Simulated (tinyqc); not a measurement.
Inside a calculation. Model: potential-pH (Pourbaix) lines of a metal, its cation, its oxide and an oxyanion, with a complexing ligand. Computed by tinyqc, a small Python program that keeps every step. Command: `OMP_NUM_THREADS=1 python tinyqc.py 3013766 3013767 out.jsonl pourb walk`. One thread of a shared host (Intel(R) Xeon(R) Processor @ 2.30GHz), about 0.01 s of CPU time with the checks. Intermediate numbers are printed to about 6 digits and carried at full precision; extremes and crossings named in words are read from the listed rows.

Potentials are against the standard hydrogen electrode; solids and water have unit activity; dG_f of M, H+ and the electron is zero; F = e N_A and s = R T ln(10)/F. The cation carries z = 3.

Inputs (values chosen for the exercise, modelled on gallium): dG_f of the cation = -157.1 kJ/mol; dG_f of the oxide = -998.62 kJ/mol; dG_f of the oxyanion = -543.72 kJ/mol; dG_f of water = -237.14 kJ/mol; temperature T = 298.15 K; log10 of the dissolved activity a = -5; pH = 6.8; potential E = 0.31 V; log10 of the stability constant beta of ML = 14; pKa of HL = 10; total ligand c_L = 0.045 mol/L; limiting current density i_L = 9.7e-05 A/cm^2; molar volume V_m = 11.8 cm^3/mol.

Species: M, M3+, M2O3, MO2(-).

exchange current densities, metal and cathodic (A/cm^2): [2.4e-07, 1.9e-10]

Tafel slopes, anodic and cathodic (mV/decade): [65, 135]

Constants: R = 8.314462618 J/(mol K); e = 1.602176634e-19 C; N_A = 6.02214076e+23 1/mol.

## Standard potentials

M3+ + 3e = M; (1/2) M2O3 + 3H+ + 3e = M + (3/2) H2O; MO2(-) + 4H+ + 3e = M + 2H2O. For each, E0 = -dG/(z F), and E = E0 + (s/z) log10 a - (s n_H/z) pH, with no activity term for the oxide.

s = 0.0591593 V

E0 (V): cation -0.542742, oxide -0.496103, oxyanion -0.239898

The metal is less noble than hydrogen.

## Vertical lines

Two oxidised species coexist where their lines against the metal cross: pH1 (cation/oxide) = [E0(oxide) - E0(cation)]/s - (log10 a)/z; pH2 (oxide/oxyanion) = {[E0(oxyanion) - E0(oxide)]/s + (log10 a)/z}/(4/z - 1).

pH1 = 2.45503

pH2 = 7.99227

width of the oxide field, pH2 - pH1 = 5.53724

The oxide is stable from pH 2.46 to 7.99; each decade less of dissolved metal narrows this field by 1.33 pH units.

## The stable species at (pH, E)

The metal is stable below the lowest of the three lines; above it, the species of the lowest line is stable. Water lines at 1 bar: hydrogen E = -s pH, oxygen E = -dG_f(water)/(2F) - s pH.

lines at this pH (V): cation -0.641341, oxide -0.898387, oxyanion -0.874875

upper limit of immunity = -0.898387 V

hydrogen line = -0.402284 V

oxygen line = 0.826608 V

E above the limit of immunity = 1.20839 V

Stable here: the oxide (passivity, if the film is dense). Water itself can oxidise the metal at this pH. Caution: other oxidation states, hydroxides and hydrides are left out, and the lines say nothing of rates.

## A complexing ligand

The free ligand is c_L/(1 + 10^(pKa - pH)) (ligand in excess); dissolved metal is a in all, so the free cation is a/alpha, alpha = 1 + beta [L]; the cation line drops by (s/z) log10 alpha.

free ligand = 2.83752e-05 mol/L

log10 alpha = 9.45294

cation line with ligand = -0.827751 V

that line less the oxide line = 0.0706355 V

The oxide still lies below the complexed cation at this pH.

## Mixed potential with oxygen reduction

Anodic i = i0a 10^((E - E_a)/b_a) with E_a the cation line with ligand; cathodic i = i0c 10^((E_c - E)/b_c) with E_c the oxygen line; supply caps the cathodic current, 1/i_c = 1/i(Tafel) + 1/i_L. E_corr makes the two currents equal. Without the cap it would be [b_c E_a + b_a E_c + b_a b_c log10(i0c/i0a)]/(b_a + b_c). Rate = i V_m/(z F). Films are left out.

E_corr without the cap = -0.426161 V

corrosion potential E_corr = -0.658325 V

corrosion current density = 9.69995e-05 A/cm^2

i/i_L = 0.999995

etch rate = 2.37258 nm/min

The current sits at the supply limit: stirring or more oxidant, not the ligand, sets the rate. Caution: at this pH the oxide, not the cation, is the stable product, and a film would cut the rate. Caution: E_corr lies below the hydrogen line, so hydrogen evolution, left out here, adds cathodic current.

## The diagram with and without ligand

The formulas are those given above.

Lines against the metal (V); the species with the lowest line is stable above it:
```
pH     cation     oxide  oxyanion  stable above  cation with ligand  stable above, ligand
0   -0.641341  -0.49610  -0.33850        cation           -0.693681             dissolved
2   -0.641341  -0.61442  -0.49626        cation           -0.733102             dissolved
4   -0.641341  -0.73274  -0.65401         oxide           -0.772541             dissolved
5   -0.641341  -0.79190  -0.73289         oxide           -0.792261             dissolved
6   -0.641341  -0.85106  -0.81177         oxide           -0.811980                 oxide
7   -0.641341  -0.91022  -0.89065         oxide           -0.831692                 oxide
8   -0.641341  -0.96938  -0.96953      oxyanion           -0.851335              oxyanion
9   -0.641341  -1.02854  -1.04841      oxyanion           -0.870324              oxyanion
10  -0.641341  -1.08770  -1.12729      oxyanion           -0.884924              oxyanion
12  -0.641341  -1.20602  -1.28505      oxyanion           -0.890775              oxyanion
14  -0.641341  -1.32433  -1.44281      oxyanion           -0.890859              oxyanion
```

Without ligand the oxide holds 4 of the eleven rows (pH 4 to 7), with it 2 (pH 6, 7). The ligand acts once beta [L] exceeds 1, from pH = pKa - log10(beta c_L) = -2.7 on, that is in all rows; its line then falls by at most s/z per pH unit and flattens beyond pKa, 0.250 V below the free cation at most. The oxide line falls faster, by s per pH unit, so the oxide takes over again at higher pH.

Checks made by the program: the lines cross at pH1 and pH2 (relative difference below 1e-10).
